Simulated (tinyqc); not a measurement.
Plane-wave Kohn-Sham cycle with exchange-only LDA in a layered model solid, step by step. One step of it, computed by the program tinyqc.

Task: Iteration 2: levels at that k. Diagonalise the Hermitian matrix.

H (hartree):
```
          -2         -1         +0         +1        +2
-2  0.031220   0.174613   0.020285   0.001857  0.000261
-1  0.174613  -0.155681   0.174613   0.020285  0.001857
+0  0.020285   0.174613  -0.217981   0.174613  0.020285
+1  0.001857   0.020285   0.174613  -0.155681  0.174613
+2  0.000261   0.001857   0.020285   0.174613  0.031220
```

Give: eigenvalues.

Result:

eigenvalues (hartree): -0.4467  -0.2739  -0.0883  0.1289  0.2131
